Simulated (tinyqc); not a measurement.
Binary melting diagram from solution models of liquid and solid. Inputs raised by 10 %, one at a time. Computed by tinyqc, a small Python program. Command: `OMP_NUM_THREADS=1 python tinyqc.py 3027033 3027034 out.jsonl melt sens`. One thread of a shared host (Intel(R) Xeon(R) Processor @ 2.30GHz), about 0.01 s of CPU time with the checks.

x is the fraction of B. In a phase with interaction L: mu_A = G_A + R T ln(1 - x) + L x^2, mu_B = G_B + R T ln x + L (1 - x)^2. Melting: G(liquid) - G(solid) = H (1 - T/T_m) for each pure component.

Inputs (values chosen for the exercise, for a model alloy):
```
quantity                value    unit
melting point T_A        1865       K
melting point T_B         805       K
heat of melting H_A      41.2  kJ/mol
heat of melting H_B      7.95  kJ/mol
liquid interaction L_L   -5.1  kJ/mol
overall fraction x0      0.38       -
```

Diagram: eutectic with pure solids.

Constants: R = 8.314462618 J/(mol K).

Method:
- Liquid against pure solid A: T = (H_A + L_L x^2)/(H_A/T_A - R ln(1 - x)); against pure solid B: T = (H_B + L_L (1 - x)^2)/(H_B/T_B - R ln x).
- Halve the interval 0.001 to 0.999 for the crossing, 44 times.
- Primary solid forms at the higher branch; just above T_E its mole fraction is (x_E - x0)/x_E for A or (x0 - x_E)/(1 - x_E) for B, and the rest freezes as eutectic, with B making up x_E of it.

Runs:
```
input moved                      from      to  eutectic composition x_E  eutectic temperature T_E (K)  liquidus temperature (K)
base run                            -       -                   0.95223                        772.00                    1552.4
melting point T_A (K)            1865  2051.5                   0.96039                        777.72                    1682.0
melting point T_B (K)             805   885.5                   0.93156                        828.45                    1552.4
heat of melting H_A (kJ/mol)     41.2   45.32                   0.96424                        780.42                    1576.8
heat of melting H_B (kJ/mol)     7.95   8.745                   0.95144                        774.39                    1552.4
liquid interaction L_L (kJ/mol)  -5.1   -5.61                   0.94961                        770.04                    1549.5
```

Exponents ln(y'/y) / ln(x'/x):
```
input                   eutectic composition x_E  eutectic temperature T_E  liquidus temperature
melting point T_A                          0.090                     0.077                 0.841
melting point T_B                         -0.230                     0.740                 0.000
heat of melting H_A                        0.132                     0.114                 0.164
heat of melting H_B                       -0.009                     0.032                 0.000
liquid interaction L_L                    -0.029                    -0.027                -0.019
```

Among the inputs moved here: eutectic composition x_E answers most in size to melting point T_B (exponent -0.230), next to heat of melting H_A (+0.132). Eutectic temperature T_E answers most in size to melting point T_B (exponent +0.740), next to heat of melting H_A (+0.114). Liquidus temperature answers most in size to melting point T_A (exponent +0.841), next to heat of melting H_A (+0.164); its exponent is below 0.0005 for melting point T_B, heat of melting H_B.
